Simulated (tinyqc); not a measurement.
# Thin-body transistor below threshold, two-dimensional Poisson equation on a small mesh: what changes with what

A thin body on a thick buried insulator of low permittivity, taken as carrying no normal field at the bottom of the body (row 0). Mobile charge is neglected (subthreshold), the body is fully depleted, and potentials are counted from the intrinsic level; rows run upward to the gate, columns from source to drain.

Values chosen for this exercise; semiconductor permittivity close to that of silicon: temperature T = 300 K; relative permittivity of the semiconductor eps_r = 11.7; relative permittivity of the insulator eox = 7.5; body thickness tb = 4 nm; insulator thickness tox = 3.2 nm; channel length L = 42 nm; acceptor density of the depleted body Na = 0 cm^-3; potential of the source Vbi = 0.53 V; gate offset Vfb = 0.01 V; gate voltage Vg = 0.1 V; drain voltage Vd = 0.05 V.

Constants: q = 1.602176634e-19 C, kB = 1.380649e-23 J/K, Vt = kB T/q, eps0 = 8.8541878128e-14 F/cm where lengths are in cm. Results are converted to the units shown.

Each table varies one quantity; the others keep the values above.

## Effect of the insulator thickness

Mesh: rows i = 0..12 in the semiconductor (step hs = tb/12, row 12 on the interface), then 8 step(s) ho = tox/8 up to the gate row 20; columns j = 0..80 (step hy = L/80). Box integration, divided by eps0: up_i = eps hy/h of the interval above row i, dn_i = that of the interval below (0 for row 0), lat_i = (sum of eps h/2 over the intervals above and below)/hy, s_i = -q Na w_i hy/eps0 with w_i the semiconductor height of the box (hs/2 for row 0 and the interface row, hs between, 0 in the insulator). Each free node obeys (up + dn + 2 lat) psi = up psi(above) + dn psi(below) + lat [psi(left) + psi(right)] + s. Fixed values: gate row Vg - Vfb; column 0 at Vbi and the last column at Vbi + Vd in the semiconductor, each running linearly to Vg - Vfb across the insulator. The system is solved directly. On row 0 the minimum of psi and its place come from a parabola through the three lowest nodes; barrier = Vbi - minimum, swing = Vt ln 10/(d psi/dVg), DIBL = (d psi/dVd)/(d psi/dVg) there. Lambda = pi/k with k the smallest positive root of tan(k tox) tan(k tb) = eox/eps_r.

Results:
```
tox (nm)	L/Lambda	barrier (V)	place y/L	swing (mV/decade)	DIBL (mV/V)
1.3	3.544	0.4357	0.4952	60.08	4.386
1.8	3.181	0.4326	0.4946	60.49	7.623
2.4	2.847	0.4278	0.4940	61.13	12.73
3.4	2.442	0.4177	0.4930	62.54	23.96
6.4	1.750	0.3772	0.4901	68.85	74.06
```

Estimate the missing row, tox = 4.6 nm.

Computed row:
```
tox (nm)	L/Lambda	barrier (V)	place y/L	swing (mV/decade)	DIBL (mV/V)
4.6	2.101	0.4027	0.4918	64.73	41.34
```

With this row back in the table: As tox goes from 1.3 to 6.4 nm, the barrier falls from 0.436 to 0.377 V, the swing rises from 60.1 to 68.9 mV a decade and DIBL rises from 4.39 to 74.1 mV/V; the ideal swing is 59.5. L/Lambda goes from 3.5 to 1.7. In every row the body is under 5 nm thick, where quantum confinement matters.

## Effect of the channel length

Same model as above.

Result of one run:
```
L (nm)	L/Lambda	barrier (V)	place y/L	swing (mV/decade)	DIBL (mV/V)
27	1.615	0.3583	0.4892	72.26	101.1
```

What becomes of these results when the channel length L is changed from 27 to 59 nm, all else the same?

Result of the changed run:
```
L (nm)	L/Lambda	barrier (V)	place y/L	swing (mV/decade)	DIBL (mV/V)
59	3.529	0.4359	0.4951	60.06	4.208
```

The whole series:
```
L (nm)	L/Lambda	barrier (V)	place y/L	swing (mV/decade)	DIBL (mV/V)
15	0.8971	0.2014	0.4778	122.8	493.9
18	1.077	0.2552	0.4827	99.02	311.1
22	1.316	0.3107	0.4865	82.56	182.4
27	1.615	0.3583	0.4892	72.26	101.1
33	1.974	0.3933	0.4913	66.20	53.00
40	2.392	0.4157	0.4928	62.81	26.13
48	2.871	0.4285	0.4940	61.04	11.99
59	3.529	0.4359	0.4951	60.06	4.208
```

As L goes from 15 to 59 nm, the barrier rises from 0.201 to 0.436 V, the swing falls from 123 to 60.1 mV a decade and DIBL falls from 494 to 4.21 mV/V; the ideal swing is 59.5. L/Lambda goes from 0.90 to 3.5. Between the last two rows DIBL decays with a length of 10.5 nm; 2 Lambda/pi is 10.6 nm. In every row the body is under 5 nm thick, where quantum confinement matters.

## Effect of the acceptor density of the depleted body

Same model as above.

Result of one run:
```
Na (cm^-3)	L/Lambda	barrier (V)	place y/L	swing (mV/decade)	DIBL (mV/V)
5e18	2.512	0.6278	0.4952	62.22	21.80
```

What becomes of these results when the acceptor density of the depleted body Na is changed from 5e18 to 1e18 cm^-3, all else the same?

Result of the changed run:
```
Na (cm^-3)	L/Lambda	barrier (V)	place y/L	swing (mV/decade)	DIBL (mV/V)
1e18	2.512	0.4615	0.4937	62.23	21.55
```

The whole series:
```
Na (cm^-3)	L/Lambda	barrier (V)	place y/L	swing (mV/decade)	DIBL (mV/V)
0	2.512	0.4199	0.4932	62.23	21.46
5e17	2.512	0.4407	0.4934	62.23	21.50
1e18	2.512	0.4615	0.4937	62.23	21.55
2e18	2.512	0.5031	0.4941	62.23	21.62
3e18	2.512	0.5447	0.4945	62.22	21.69
5e18	2.512	0.6278	0.4952	62.22	21.80
```

As Na goes from 0 to 5e18 cm^-3, the barrier rises from 0.420 to 0.628 V, the swing stays near 62.2 mV a decade and DIBL rises from 21.5 to 21.8 mV/V; the ideal swing is 59.5. The barrier top moves from y/L = 0.493 to 0.495. In every row the body is under 5 nm thick, where quantum confinement matters.

tinyqc, about 0.1 s, one thread, Intel Xeon 2.30GHz (shared host): `OMP_NUM_THREADS=1 python tinyqc.py 2480016 2480017 out.jsonl`
